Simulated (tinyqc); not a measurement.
From results back to parameters: optical gain and spontaneous emission in a bulk direct-gap semiconductor. Five cases, with inputs chosen for the exercise.

Problem. The gain spectrum crosses zero at E0 = Eg + Fc + Fv; n = p is hidden.

F_j(eta) = (1/Gamma(j + 1)) integral_0^infinity x^j dx/(1 + exp(x - eta)), which tends to exp(eta) for eta << 0.

Quasi-Fermi levels: n = Nc F_1/2(Fc/kT) and p = Nv F_1/2(Fv/kT), Fc counted up from the conduction edge and Fv down from the valence edge; Nc, Nv from N = 2 (m kB T/(4 pi c))^(3/2) with c = hbar^2/2m0, in 1/angstrom^3; times 1e24 for 1/cm^3, with me and (mhh^(3/2) + mlh^(3/2))^(2/3).

Constants: hbar^2/2m0 = 3.80998211 eV angstrom^2; kB = 8.617333262e-05 eV/K.

Case 1.

Values chosen (near those of GaN; not measured data):
- Eg = 3.331 eV (direct gap)
- me = 0.1972 m0 (electron mass)
- mhh = 1.342 m0 (heavy-hole mass)
- mlh = 0.292 m0 (light-hole mass)
- T = 300 K

E0 = 3.45352 eV

Case 2.

Values chosen (near those of GaAs; not measured data):
- Eg = 1.418 eV (direct gap)
- me = 0.0667 m0 (electron mass)
- mhh = 0.478 m0 (heavy-hole mass)
- mlh = 0.078 m0 (light-hole mass)
- T = 250 K

E0 = 1.47601 eV

Case 3.

Values chosen (near those of InGaAs; not measured data):
- Eg = 0.766 eV (direct gap)
- me = 0.041 m0 (electron mass)
- mhh = 0.457 m0 (heavy-hole mass)
- mlh = 0.0508 m0 (light-hole mass)
- T = 300 K

E0 = 0.87553 eV

Case 4.

Values chosen (near those of InGaAs; not measured data):
- Eg = 0.75 eV (direct gap)
- me = 0.0403 m0 (electron mass)
- mhh = 0.469 m0 (heavy-hole mass)
- mlh = 0.0505 m0 (light-hole mass)
- T = 250 K

E0 = 0.80564 eV

Case 5.

Values chosen (near those of GaAs; not measured data):
- Eg = 1.42 eV (direct gap)
- me = 0.0676 m0 (electron mass)
- mhh = 0.493 m0 (heavy-hole mass)
- mlh = 0.0829 m0 (light-hole mass)
- T = 300 K

E0 = 1.50410 eV

Find: Fc; Fv; n.

Solution. Fc + Fv rises steadily with n, so one n gives E0 - Eg; solve by bisection on ln n.

Case 1.

Fc = 0.137 eV
Fv = -0.014 eV
n = 2.1e+19 1/cm^3

Case 2.

Fc = 0.082 eV
Fv = -0.024 eV
n = 2.0e+18 1/cm^3

Case 3.

Fc = 0.142 eV
Fv = -0.032 eV
n = 2.1e+18 1/cm^3

Case 4.

Fc = 0.092 eV
Fv = -0.036 eV
n = 1.1e+18 1/cm^3

Case 5.

Fc = 0.109 eV
Fv = -0.025 eV
n = 3.1e+18 1/cm^3

Computed by tinyqc, one run a case: `OMP_NUM_THREADS=1 python tinyqc.py N N+1 out.jsonl` with N = 1681670, 1681682, 1681711, 1681724, 1681774; one thread of a shared Intel(R) Xeon(R) Processor @ 2.30GHz, about 0.09 s a run at most.
